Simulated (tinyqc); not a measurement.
Opening the gap, as alloying or pressure does: deep trap from a strong local potential in a two-band host (Koster-Slater model with semi-elliptic bands). Computed by tinyqc, a small Python program. Command: `OMP_NUM_THREADS=1 python tinyqc.py 3023127 3023128 out.jsonl deeptrap walk`. One thread of a shared host (Intel(R) Xeon(R) Processor @ 2.30GHz), about 0.03 s of CPU time with the checks.

The valence band spans -2 W_v to 0 and the conduction band E_g to E_g + 2 W_c. The orbital at the impurity site has weight f_v in the valence band and 1 - f_v in the conduction band, each spread as a semi-ellipse (2/(pi W^2)) sqrt(W^2 - x^2) about the band centre. The impurity adds U to this orbital. Spin is left out.

Inputs (values chosen for the exercise, with a gap close to that of ZnSe):
```
quantity,value,unit
gap E_g,2.76,eV
half-width of the valence band W_v,5.8,eV
half-width of the conduction band W_c,5.2,eV
valence weight f_v of the site orbital,0.6,-
impurity potential U,-27.8,eV
```

Impurity: attractive, donor-like.

Method:
- In the gap G(E) = f_v (2/W_v^2)[x - sqrt(x^2 - W_v^2)] - (1 - f_v)(2/W_c^2)[y - sqrt(y^2 - W_c^2)], x = E + W_v, y = E_g + W_c - E.
- The trap level solves G(E) = 1/U (bisection). With D = -dG/dE = D_v + D_c, D_v = f_v (2/W_v^2)[x/sqrt(x^2 - W_v^2) - 1] and D_c = (1 - f_v)(2/W_c^2)[y/sqrt(y^2 - W_c^2) - 1], the weight on the impurity orbital is 1/(U^2 D) and the conduction-band character is D_c/D.
- The conduction band is shifted rigidly; widths, weights and U stay.

Against the gap:
```
E_g (eV),E_t (eV),depth below E_c (eV),conduction character
1.38,1.3620,0.01799,0.92863
1.79,1.7357,0.05430,0.89743
2.21,2.1085,0.10153,0.87923
2.48,2.3448,0.13523,0.87149
2.76,2.5879,0.17209,0.86555
3.17,2.9415,0.22854,0.85952
3.59,3.3016,0.28843,0.85559
4.42,4.0099,0.41011,0.85193
```

As the conduction band moves up by 3.040 eV the level follows by 2.648 eV, a mean slope of 0.87; the local slope is the conduction character. A shallow donor would follow with slope 1 and a shallow acceptor with slope 0.
